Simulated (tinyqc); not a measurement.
What each parameter does: dielectric confinement in a thin film (image charges).

A film |z| < t/2 of dielectric constant eps between half-spaces of dielectric constant e2; lam = (eps - e2)/(eps + e2), q = e^2/(4 pi eps0). The self-energy of a band edge is taken with the high-frequency value, e2 = eh, and the field of a fixed ion with the static one, e2 = eo. A charge at z has images lam^|n| at n t + (-1)^n z. Its self-energy is S(z) = (q/2 eps) sum over n >= 1 of lam^n [1/(n t - 2z) + 1/(n t + 2z)] for odd n and 2 lam^n/(n t) for even n; at the centre S(0) = -(q/(eps t)) ln(1 - lam).

Donor at the centre, lam from the static eo, trial function cos(pi z/t) exp(-rho/l): E(l) = c/(m l^2) - (q/eps) times the integral over k of F(k t) (1 + (k l/2)^2)^(-3/2), with F(x) = F0 + 2 lam exp(-x) G/(1 - lam exp(-x)), F0 = 2[(1 - exp(-x/2))/x + x (1 + exp(-x/2))/(x^2 + 4 pi^2)], G = 2 sinh(x/2)[1/x - x/(x^2 + 4 pi^2)]; c = hbar^2/2m0. The binding energy is -E at the minimum, counted from the subband edge with its self-energy.

Constants: e^2/(4 pi eps0) = 14.39964547 eV angstrom; hbar^2/2m0 = 3.80998211 eV angstrom^2; Ry = 13.60569312 eV.

Inputs chosen for the exercise (near those of an InGaAs film between layers of SiO2; shifted at random, so the results belong to these values and not to a real crystal): t = 16 angstrom (film thickness); eps = 13 (dielectric constant of the film); eh = 2.2 (high-frequency dielectric constant outside); eo = 4 (static dielectric constant outside); m = 0.044 m0 (mass in the plane).

<S> is the mean over (2/t) cos^2(pi z/t).

Results for these values:

| case | lam from eh | <S> (meV) | binding (meV) | l (angstrom) |
|---|---|---|---|---|
| base | 0.711 | 96.7 | 57.4 | 51.5 |

What happens to each result for m = 0.053 m0, all else kept?

Answer: lam from eh does not change at the printed digits; <S> does not change at the printed digits; binding rises from 57.4 to 63.7; l falls from 51.5 to 45.3.

The same for each parameter in turn:

| case | lam from eh | <S> (meV) | binding (meV) | l (angstrom) |
|---|---|---|---|---|
| base | 0.711 | 96.7 | 57.4 | 51.5 |
| t = 26 angstrom | 0.711 | 59.5 | 46.1 | 60.0 |
| eps = 11.7 | 0.683 | 100.1 | 60.8 | 49.4 |
| eo = 5.6 | 0.711 | 96.7 | 39.7 | 57.6 |
| eh = 2.9 | 0.635 | 79.5 | 57.4 | 51.5 |
| m = 0.053 m0 | 0.711 | 96.7 | 63.7 | 45.3 |

tinyqc: `OMP_NUM_THREADS=1 python tinyqc.py 1281514 1281515 out.jsonl`; about 0.08 s, one thread, shared Intel(R) Xeon(R) Processor @ 2.30GHz.
